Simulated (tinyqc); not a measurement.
# Floating body of a partially depleted SOI transistor: body voltage and kink: effects of single changes

Source at 0 V. Channel current Ic = 2 nf K Vt^2 [F(0) - F(Vd)](1 + la Vd), F(V) = ln^2(1 + exp((Vg - VT - nf V)/(2 nf Vt))), VT = VT0 - gb Vb. Saturation voltage Vs = 2 Vt sqrt(F(0)) + 3 Vt, excess Ve = (Vd - Vs + sqrt((Vd - Vs)^2 + 0.0004 V^2))/2, multiplication M1 = Ai Ve exp(-Bl/Ve). Each junction passes D(v) = J1 (exp(v/Vt) - 1) + J2 (exp(v/(2 Vt)) - 1). Bipolar current Ib = bb J1 (exp(Vb/Vt) - 1). The body settles where M1 (Ic + Ib) = D(Vb) + D(Vb - Vd) + Vb/Rb; drain current Id = (1 + M1)(Ic + Ib) - D(Vb - Vd).

Inputs (values chosen for the exercise); values of the order met in partially depleted silicon-on-insulator transistors:
- T = 358 K (temperature)
- VT0 = 0.49 V (threshold at zero body voltage)
- gb = 0.31 (fall of the threshold per volt of body voltage)
- nf = 1.47 (slope factor)
- K = 110 uA/(V^2 um) (gain factor per width)
- la = 0.03 1/V (channel-length modulation factor)
- Ai = 2.78 1/V (impact-ionisation prefactor)
- Bl = 7.3 V (impact-ionisation voltage)
- J1 = 4.6e-11 uA/um (diffusion saturation current of each junction)
- J2 = 1.2e-7 uA/um (recombination saturation current of each junction)
- bb = 1 (gain of the lateral bipolar transistor on the diffusion current)
- Rb = 1e9 kohm um (resistance of a weak body tie to the source (1e9 stands for no tie, and the term is then dropped))
- Vg = 0.99 V (gate voltage)
- Vd = 1.4 V (drain voltage)

Constants: q = 1.602176634e-19 C, kB = 1.380649e-23 J/K, Vt = kB T/q. Results are converted to the units shown.

Each table varies one quantity; the others keep the values above.

## Output curve and kink

Rows with more than one solution for Vb (latch) are left out; dId/dVd by a forward difference over 1e-4 V, swing = 1e-4 V over the change of log10 Id; M1 under 1e-12 is printed as 0.

Output curve and kink:
```
Vd (V),Vb (V),M1,"Id, floating (uA/um)","Id, grounded (uA/um)",ratio,"dId/dVd, floating (uS/um)","dId/dVd, grounded (uS/um)"
1,0.2780,8.305e-7,13.25,9.648,1.373,19.22,0.2820
1.16,0.4493,1.715e-5,15.83,9.694,1.633,12.52,0.2940
1.32,0.5445,1.692e-4,17.41,9.745,1.786,7.889,0.3479
1.48,0.6043,9.155e-4,18.49,9.810,1.885,5.988,0.4853
1.64,0.6469,0.003262,19.39,9.906,1.957,5.360,0.7386
1.8,0.6794,0.008748,20.26,10.05,2.015,5.672,1.121
```

Vb rises from 0.278 to 0.679 V and the ratio of the currents rises from 1.37 to 2.02. The output conductance with a floating body exceeds the grounded value by the largest factor among the rows, 68.2, at Vd = 1 V, where Vb = 0.278 V and M1 = 8.31e-7.

## Transfer curve and swing

Same model as above.

Transfer curve and swing:
```
Vg (V),Vb (V),M1,"Id, floating (uA/um)","Id, grounded (uA/um)",ratio,"swing, floating (mV/decade)","swing, grounded (mV/decade)"
0.04,0.1070,0.01363,3.291e-5,1.595e-5,2.063,76.80,105.6
0.14,0.2876,0.01344,9.779e-4,1.417e-4,6.899,66.02,105.6
0.24,0.4493,0.01260,0.02180,0.001233,17.68,87.26,107.7
0.34,0.5320,0.01064,0.1980,0.009956,19.89,127.7,113.9
0.44,0.5737,0.007931,0.8623,0.06719,12.83,195.1,130.1
0.54,0.5934,0.005381,2.279,0.3280,6.950,288.3,165.9
0.64,0.6009,0.003415,4.496,1.081,4.160,397.5,228.1
0.74,0.6008,0.002044,7.473,2.560,2.920,514.7,313.9
0.84,0.5950,0.001148,11.17,4.843,2.307,635.9,414.9
```

Read the table: what changes, and by how much?

Vb goes from 0.107 through a maximum of 0.601 (at Vg = 0.64 V among the rows listed) to 0.595 V. The smallest swing among the rows is 66.0 mV a decade with a floating body (at Vg = 0.14 V) and 106 with a grounded one; Vt ln 10 = 71.0. The floating swing is smaller by more than 3 % for Vg = 0.04, 0.14, 0.24 V, where the rising Vb lowers the threshold as Vg rises. In the first row the floating body raises the current by a factor of 2.06.

Range of the model: The multiplication law is an empirical form chosen for the exercise; self-heating and capacitive coupling to the body are left out, and the linear laws are rough once Vb passes about 0.7 V or M1 about 0.1.

Program tinyqc, `OMP_NUM_THREADS=1 python tinyqc.py 2182010 2182011 out.jsonl`; Intel Xeon 2.30GHz, shared host, one thread, about 0.2 s.
